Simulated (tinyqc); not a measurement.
# Area and perimeter leakage from two diodes

Inverse problem. A square diode and a finger diode leak I = JA area + JP perimeter. Find JA, JP and the side of the square at which both parts are equal.

areas (um^2): 40000  118000
perimeters (um): 800  24780
leakage currents (pA): 0.2536  1.0171600

Solution. Two linear equations give JA and JP; for a square of side a, JA a^2 = 4 JP a at a = 4 JP/JA.

JA = 6.10e-10 A/cm^2
JP = 1.20e-13 A/cm
side for equal parts = 7.87 um

Computed by the program tinyqc: `OMP_NUM_THREADS=1 python tinyqc.py 2290154 2290155 out.jsonl`, one thread of a shared Intel Xeon 2.30GHz, about 0.01 s for the whole run.
